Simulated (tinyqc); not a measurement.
Width of the well: finite square well with mass mismatch (envelope functions).

A square well of width L and depth V0, mass mw inside and mb outside, energies from the bottom of the well, c = hbar^2/2m0. k = sqrt(mw E/c), kappa = sqrt(mb (V0 - E)/c). psi and psi'/m are continuous at the walls (BenDaniel-Duke), so level n solves k L + 2 atan[(k/mw)/(kappa/mb)] = n pi.

Constants: hbar^2/2m0 = 3.80998211 eV angstrom^2.

Values chosen for the exercise (near those of a strained Si well in SiGe; shifted at random, so the results belong to these values and not to a real crystal): V0 = 0.179 eV (barrier height); mw = 0.935 m0 (mass in the well); mb = 0.901 m0 (mass in the barrier); Ls = (8, 11, 16, 22, 31, 43, 60) angstrom (widths).

Levels against L, beside the infinite well E1(hard) = c (pi/L)^2/mw; Pb is the probability of level 1 in the barriers; a dash marks an unbound level.

Levels:
```
L (angstrom)  bound levels  E1 (eV)  E2 (eV)  E1(hard) (eV)     Pb
8                        1   0.1125        -         0.6284  0.416
11                       1   0.0875        -         0.3324  0.268
16                       2   0.0594   0.1773         0.1571  0.139
22                       2   0.0398   0.1418         0.0831  0.073
31                       3   0.0244   0.0932         0.0418  0.034
43                       3   0.0146   0.0573         0.0218  0.015
60                       5   0.0083   0.0331         0.0112  0.006
```

The infinite well overestimates E1 by a factor 5.59 at 8 angstrom and 1.34 at 60 angstrom. The local exponent d ln E1/d ln L goes from -0.79 (first two rows) to -1.68 (last two), towards the -2 of hard walls, as Pb falls from 0.416 to 0.006. E2 - E1 is largest at 16 angstrom of the widths listed.

(tinyqc, `OMP_NUM_THREADS=1 python tinyqc.py 1282561 1282562 out.jsonl`, Intel(R) Xeon(R) Processor @ 2.30GHz, 1 thread, shared host, about 0.01 s.)
